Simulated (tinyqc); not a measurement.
Scaling the whole coupling: critical temperature from a phonon spectrum: McMillan, Allen-Dynes and the linearised Eliashberg equation. Computed by tinyqc, a small Python program. Command: `OMP_NUM_THREADS=1 python tinyqc.py 3020315 3020316 out.jsonl eliashberg walk`. One thread of a shared host (Intel(R) Xeon(R) Processor @ 2.30GHz), about 0.01 s of CPU time with the checks.

alpha^2 F(omega) = sum_i (lambda_i omega_i/2) delta(omega - omega_i), so that lambda = 2 int alpha^2 F/omega d omega = sum_i lambda_i.

Inputs (values chosen for the exercise, for a model metal): peak energy omega_1 = 17.2 meV; coupling lambda_1 = 0.889; Coulomb pseudopotential mu* = 0.1.

Peaks in alpha^2 F: one.

Constants: k_B = 8.617333262e-05 eV/K.

Method:
- omega_log = exp(sum lambda_i ln omega_i / lambda); omega_rms = sqrt(sum lambda_i omega_i^2 / lambda).
- McMillan form: k_B T_c = (omega_log/1.2) exp[-1.04 (1 + lambda)/(lambda - mu* (1 + 0.62 lambda))]. Allen-Dynes multiplies it by f1 f2: f1 = [1 + (lambda/L1)^(3/2)]^(1/3), L1 = 2.46 (1 + 3.8 mu*); f2 = 1 + (omega_rms/omega_log - 1) lambda^2/(lambda^2 + L2^2), L2 = 1.82 (1 + 6.3 mu*) omega_rms/omega_log.
- Linearised Eliashberg equation at omega_n = (2n + 1) pi k_B T, n = 0..N-1: lambda(j) = sum_i lambda_i omega_i^2/(omega_i^2 + (2 pi j k_B T)^2); K_mn = lambda(m - n) + lambda(m + n + 1) - 2 mu*(N) - delta_mn [2m + 1 + lambda(0) + 2 sum_(j=1..m) lambda(j)], with 1/mu*(N) = 1/mu* + ln(omega_rms/omega_N), omega_N = (2N + 1) pi k_B T. T_c is where the largest eigenvalue rho of K is zero.
- N is the smallest integer at or above 8 omega_max/(2 pi k_B T_AD), omega_max the highest peak and T_AD the Allen-Dynes value.
- All lambda_i are multiplied by s. The last column is the large-lambda limit for mu* = 0, k_B T_c = 0.1827 omega_rms sqrt(lambda).

lambda = 0.889

omega_rms = 17.2 meV

omega_log = 17.2 meV

T_c (K):
```
s    lambda  McMillan  Allen-Dynes  Eliashberg  large-lambda limit
0.6  0.5334     3.097        3.160       3.044              26.633
0.8  0.7112     7.213        7.436       7.261              30.753
1.0  0.8890    11.439       11.929      11.760              34.383
1.3  1.1557    17.042       18.103      17.974              39.203
1.7  1.5113    22.915       24.990      24.928              44.830
2.3  2.0447    29.142       33.116      33.294              52.145
3.2  2.8448    35.063       42.391      43.187              61.506
```

McMillan/Eliashberg runs from 1.02 at lambda = 0.53 to 0.81 at 2.84: the exponential form levels off at large lambda, while the true T_c keeps rising (exponent 0.79 between the last rows, tending to 1/2). Allen-Dynes stays within about 4 % over the table. The last row reaches 70 % of the mu* = 0 limit; with mu* above zero T_c stays below that line at any lambda.

Extremes, crossings and ranges named in words are read from the listed rows.
